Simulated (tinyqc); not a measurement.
Inside a calculation. Model: geometry relaxation of a small cluster. Computed by tinyqc, a small Python program that keeps every step. Command: `OMP_NUM_THREADS=1 python tinyqc.py 3002948 3002949 out.jsonl relax walk`. One thread of a shared host (Intel(R) Xeon(R) Processor @ 2.30GHz), about 0.01 s of CPU time with the checks. Intermediate numbers are printed to about 5 digits and carried at full precision; extremes and crossings named in words are read from the listed rows.

E = sum_(i<j) phi(r_ij), phi(r) = eps [exp(-2 alpha (r - r0)) - 2 exp(-alpha (r - r0))]; the force on i is -sum_j phi'(r_ij) (R_i - R_j)/r_ij.

Inputs (values chosen for the exercise, for model atoms):
```
quantity                 value           unit
length r0                 2.67       angstrom
well depth eps             0.3             eV
stiffness alpha           1.58     1/angstrom
step factor eta           0.36  angstrom^2/eV
largest number of steps    500              -
```

Potential: Morse. Method: BFGS.

starting positions (angstrom):
```
           x      y     z
atom 1  0.03  -0.14     0
atom 2  2.78   0.14  0.04
atom 3  1.25   2.23  0.04
```

## Energy and forces at the start

Evaluate E and the forces at the starting positions.

distances (angstrom): 1-2 2.7645, 1-3 2.6659, 2-3 2.5902

energy at the start = -0.88879 eV

forces (eV/angstrom):
```
               x         y         z
atom 1   0.10981   0.00593   0.00155
atom 2  -0.02727  -0.12812  -0.00164
atom 3  -0.08254   0.12219   0.00009
```

## The first two steps

BFGS: R(new) = R + B F with the inverse Hessian B = eta 1 at first; with s = R(new) - R, y = F - F(new), rho = 1/(y.s): B(new) = (1 - rho s y^T) B (1 - rho y s^T) + rho s s^T, skipped if y.s is not positive. No atom moves more than 0.3 angstrom a step (the whole step is scaled). Stop when the largest force component is below 1e-5 eV/angstrom.

positions after step 1 (angstrom):
```
             x        y       z
atom 1  0.0695  -0.1379  0.0006
atom 2  2.7702   0.0939  0.0394
atom 3  1.2203   2.2740  0.0400
```

energy after step 1 = -0.89880 eV

positions after step 2 (angstrom):
```
             x        y       z
atom 1  0.0993  -0.1341  0.0010
atom 2  2.7441   0.0871  0.0390
atom 3  1.2166   2.2771  0.0400
```

energy after step 2 = -0.89970 eV

## All steps

The formulas are those given above.

Course of the relaxation:
```
step    E (eV)  largest force (eV/angstrom)  force calls
0     -0.88879                   1.2812e-01            1
1     -0.89880                   5.9550e-02            2
2     -0.89970                   3.2162e-02            3
3     -0.90000                   3.4067e-03            4
4     -0.90000                   4.9087e-04            5
5     -0.90000                   3.6220e-05            6
6     -0.90000                   3.3014e-06            7
```

final positions (angstrom):
```
             x        y       z
atom 1  0.0898  -0.1393  0.0008
atom 2  2.7496   0.0903  0.0391
atom 3  1.2206   2.2791  0.0401
```

final energy = -0.9 eV

steps = 6

largest force at the end = 3.3014e-06 eV/angstrom

Converged in 6 steps.

## Curvatures at the end

Hessian at the final positions by central differences of the forces; six eigenvalues vanish (translations and rotations). Steepest descent is stable for eta below 2/lambda_max and contracts the softest mode by 1 - eta lambda_min a step.

non-zero eigenvalues (eV/angstrom^2): 2.2468  2.2468  4.4935

condition number = 2.0000

largest stable eta = 0.44508 angstrom^2/eV

contraction of the softest mode = 0.19117

All are positive, so the end point is a minimum.

## Four methods from the same start

Steepest descent: R(new) = R + eta F. Conjugate gradient (Polak-Ribiere): d = F + beta d(old), beta = max(0, F.(F - F(old))/|F(old)|^2), d = F at first; step length from one secant, s = eta (F.d)/(F.d - F(R + eta d).d), replaced by eta if that is not positive; R(new) = R + s d. FIRE with unit mass: if F.v > 0, v = (1 - a) v + a |v| F/|F|, and after more than 5 such steps in a row dt = min(1.1 dt, 5 dt0), a = 0.99 a; else v = 0, a = 0.1, and dt = dt/2 (not at the first step). Then v = v + dt F, R(new) = R + dt v. dt0 = sqrt(eta), a = 0.1 at first. In this comparison each method may take up to 1500 steps.

Cost:
```
method              steps  force calls  final E (eV)  calls to reach 1e-2
steepest descent       18           19      -0.90000                    5
conjugate gradient      5           11      -0.90000                    5
BFGS                    6            7      -0.90000                    4
FIRE                   57           58      -0.90000                   10
```

In force calls the order is BFGS (7), conjugate gradient (11), steepest descent (19), FIRE (58). All that converged end at the same energy. Near the minimum steepest descent multiplies the slowest mode by 0.618 in size a step, 5 steps a decade of force, at a condition number of 2.0. On this problem it beats FIRE in force calls.

Checks made by the program: forces against finite differences of E (relative difference 8e-10).
